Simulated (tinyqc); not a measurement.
Switching field against angle and time: single-domain magnet: Stoner-Wohlfarth switching, Neel-Arrhenius retention, LLG dynamics and spin torque. Computed by tinyqc, a small Python program. Command: `OMP_NUM_THREADS=1 python tinyqc.py 3007406 3007407 out.jsonl macro walk`. One thread of a shared host (Intel(R) Xeon(R) Processor @ 2.30GHz), about 0.1 s of CPU time with the checks.

The moment is uniform, with unit vector m; z is the easy axis. mu_0 = 1.25663706212e-6 T m/A, gamma = 1.76085963023e11 rad/(s T).

Inputs (values chosen for the exercise, for a model magnet):

| quantity | value | unit |
|---|---|---|
| saturation magnetisation M_s | 548 | kA/m |
| diameter d | 54 | nm |
| thickness t | 2 | nm |
| interface anisotropy K_i | 0.587 | mJ/m^2 |
| bulk anisotropy K_u | 10 | kJ/m^3 |
| exchange stiffness A | 24 | pJ/m |
| temperature T | 250 | K |
| attempt frequency f0 | 1 | GHz |
| waiting time t_w | 1 | s |

Shape: thin disc, easy axis normal to it.

Constants: k_B = 1.380649e-23 J/K.

Method:
- The disc is treated as an oblate spheroid with p = t/d: N_z = [1 - p arccos(p)/sqrt(1 - p^2)]/(1 - p^2); V = pi d^2 t/4; K_eff = K_u + K_i/t + K_shape, K_shape = -(mu_0 M_s^2/4)(3 N_z - 1); mu_0 H_K = 2 K_eff/M_s.
- Delta = K_eff V/(k_B T); tau = exp(Delta)/f0; probability of a flip within t_w: P = 1 - exp(-t_w/tau). Wall width parameter sqrt(A/K_eff); a two-domain state costs 4 sqrt(A K_eff) times the cross-section that the wall cuts (d t).
- Energy over K_eff V: e(theta) = sin^2(theta) + 2 h cos(theta - psi) for m at the angle theta from +z and a field that points at psi from -z (it pulls m away from +z towards negative theta); h_sw = (cos^(2/3) psi + sin^(2/3) psi)^(-3/2).
- Switching field at T: the h at which the exact barrier equals ln(f0 t_w/ln 2) k_B T (0 if the zero-field barrier is lower). Sharrock form: h_sw [1 - (ln(f0 t_w/ln 2)/Delta)^(1/n)], n = 0.86 + 1.14 h_sw.

stability factor Delta = 173.226

Fields over H_K:

| psi (degrees) | h_sw at T = 0 | thermal, exact barrier | thermal, Sharrock form |
|---|---|---|---|
| 1 | 0.90707 | 0.62807 | 0.60868 |
| 10 | 0.67381 | 0.50233 | 0.48895 |
| 20 | 0.57365 | 0.43478 | 0.43090 |
| 30 | 0.52402 | 0.39969 | 0.40047 |
| 45 | 0.50000 | 0.38240 | 0.38533 |
| 60 | 0.52402 | 0.39969 | 0.40047 |
| 75 | 0.61466 | 0.46304 | 0.45520 |
| 89 | 0.90707 | 0.62807 | 0.60868 |

At T = 0 the field is least at 45 degrees, H_K/2, and symmetric about it. Thermal help lowers it to 69 % at 1 degree and 76 % at 45 degrees; the Sharrock form misses the exact barrier by at most about 0.019 H_K, at psi = 1 (and its mirror angle). Caution: a flat cylinder has a smaller N_z than the spheroid of the same t/d, so K_eff of a real disc is larger.

Extremes, crossings and ranges named in words are read from the listed rows.
